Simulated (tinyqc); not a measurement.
Landau-Devonshire theory of a uniaxial ferroelectric: one step, computed by the program tinyqc. Command: `OMP_NUM_THREADS=1 python tinyqc.py 3027991 3027992 out.jsonl ferro walk`. One thread of a shared host (Intel(R) Xeon(R) Processor @ 2.30GHz), about 0.01 s of CPU time with the checks.

G(P) = (alpha/2) P^2 + (beta*/4) P^4 + (gamma/6) P^6 - E P per volume, SI units, one domain, P along the polar axis, which is normal to the film.

Task: Spontaneous polarisation, susceptibility, coercive field. Ps^2 = [-beta* + sqrt(beta*^2 - 4 alpha gamma)]/(2 gamma). chi = 1/(eps_0 G''), G'' = alpha + 3 beta* P^2 + 5 gamma P^4 at Ps. Ps, chi and the coercive field are for perfect screening, without a depolarising field. The intrinsic coercive field is |alpha P + beta* P^3 + gamma P^5| at the P_c where G'' = 0. 1 C/m^2 = 100 microcoulomb/cm^2.

Inputs (values chosen for the exercise, modelled on lead titanate): Curie-Weiss temperature T0 = 752 K; gamma = 1.52e+09 J m^9/C^6; temperature T = 346 K.

Sample: epitaxial film.

alpha = -4.507729e+08 J m/C^2

beta* = 2.086364e+08 J m^5/C^4

Constants: eps_0 = 8.8541878128e-12 F/m.

Give: spontaneous polarisation Ps; susceptibility chi; well depth G(Ps); P_c; intrinsic coercive field.

Result:

spontaneous polarisation Ps = 69.30 microcoulomb/cm^2

susceptibility chi = 70.47

well depth G(Ps) = -68.15 MJ/m^3

P_c = 45.37 microcoulomb/cm^2

intrinsic coercive field = 155.8 MV/m

P_c/Ps = 0.655, above the 0.577 of a quartic well, as the sixth-order term matters. Real switching runs by domain nucleation at far lower fields. Caution: far below T0* the expansion with linear alpha(T) is only a fit.
